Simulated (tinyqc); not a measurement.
Harmonic transition-state theory with quantum, tunnelling and friction corrections: one step, computed by the program tinyqc. Command: `OMP_NUM_THREADS=1 python tinyqc.py 3010346 3010347 out.jsonl rates walk`. One thread of a shared host (Intel(R) Xeon(R) Processor @ 2.30GHz), about 0.03 s of CPU time with the checks.

One atom hops between equivalent sites; three modes at the minimum and two real modes at the saddle are treated as harmonic, the rest of the crystal as unchanged; melting is ignored, so hot rows may lie above the melting point.

Task: Quantum harmonic rate. Vineyard: nu* = product of minimum frequencies / product of real saddle frequencies; k_cl = nu* exp(-E_b/(k_B T)). Quantum harmonic: k_q = (k_B T/h) [prod 2 sinh(x_i/2) (minimum) / prod 2 sinh(x_j/2) (saddle)] exp(-E_b/(k_B T)), x = h nu/(k_B T). Zero-point correction to the barrier = (h/2)(sum of saddle frequencies - sum of minimum frequencies).

Inputs (values chosen for the exercise, modelled on interstitial hydrogen in silicon): barrier E_b = 0.511 eV; temperature T = 391 K.

Lattice of sites: three-dimensional.

frequencies at the minimum (THz): [34.1, 45.3, 57.5]

real frequencies at the saddle (THz): [46.8, 66.3]

Constants: h x 1 THz = 4.135667696 meV; k_B = 8.617333262e-05 eV/K.

Give: x at the minimum; x at the saddle; zero-point correction; quantum harmonic rate k_q; ratio k_q/k_cl.

Result:

x at the minimum: [4.186, 5.560, 7.058]

x at the saddle: [5.744, 8.138]

zero-point correction = -49.21 meV

quantum harmonic rate k_q = 8.946e+06 1/s

ratio k_q/k_cl = 1.206

To second order in x the ratio is 1 + (sum x_i^2 - sum x_j^2)/24 = 0.9593; the x are too large for that expansion.
